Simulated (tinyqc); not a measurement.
Telling the models apart: thermal, flicker and telegraph noise of a field-effect transistor. Computed by tinyqc, a small Python program. Command: `OMP_NUM_THREADS=1 python tinyqc.py 3004782 3004783 out.jsonl noise walk`. One thread of a shared host (Intel(R) Xeon(R) Processor @ 2.30GHz), about 0.01 s of CPU time with the checks.

Strong inversion, threshold roll-off and channel-length modulation left out; noise sources are uncorrelated and are given as one-sided spectral densities. The drain voltage is 50 mV.

Inputs (values chosen for the exercise, modelled on a silicon n-channel):
```
quantity,value,unit
width W,200,micrometre
length L,1900,nm
electrical oxide thickness t,3.5,nm
mobility mu,130,cm^2/(V s)
oxide trap density N_t,1.5e+16,1/(eV cm^3)
oxide barrier phi,2.9,eV
oxide mass m_ox,0.36,m_0
Hooge parameter alpha_H,1.2e-05,-
frequency f,20,Hz
temperature T,200,K
```

Operating region: linear. Flicker model: Hooge.

Constants: eps_0 = 8.8541878128e-12 F/m; hbar = 1.054571817e-34 J s; m_0 = 9.1093837015e-31 kg; e = 1.602176634e-19 C; k_B = 8.617333262e-05 eV/K.

Method. C_ox = 3.9 eps_0/t; I = mu C_ox (W/L) V_ov V_D; g_m = I/V_ov; g_d0 = I/V_D. Tunnelling length lambda = hbar/(2 sqrt(2 m_ox phi)); flat-band noise S_Vfb = e^2 k_B T lambda N_t/(W L C_ox^2 f). Hooge: S_I = I^2 alpha_H/(f N), N = W L C_ox V_ov/e (the source-end density).

Against the overdrive:
```
V_ov (V),I (microampere),(g_m/I)^2 (1/V^2),S_I/I^2 (1/Hz),S_I/g_m^2 (V^2/Hz)
0.20,135.01,25.000,1.2820e-13,5.1282e-15
0.25,168.76,16.000,1.0256e-13,6.4102e-15
0.32,216.02,9.766,8.0128e-14,8.2051e-15
0.40,270.02,6.250,6.4102e-14,1.0256e-14
0.50,337.52,4.000,5.1282e-14,1.2820e-14
0.63,425.28,2.520,4.0700e-14,1.6154e-14
0.80,540.04,1.562,3.2051e-14,2.0513e-14
1.00,675.05,1.000,2.5641e-14,2.5641e-14
```

S_I/I^2 falls as V_ov^-1.00 at first and V_ov^-1.00 at the end; (g_m/I)^2 as V_ov^-2.00 and V_ov^-2.00. S_I/I^2 follows 1/N, so the input-referred noise rises by a factor 5.00, roughly as V_ov.
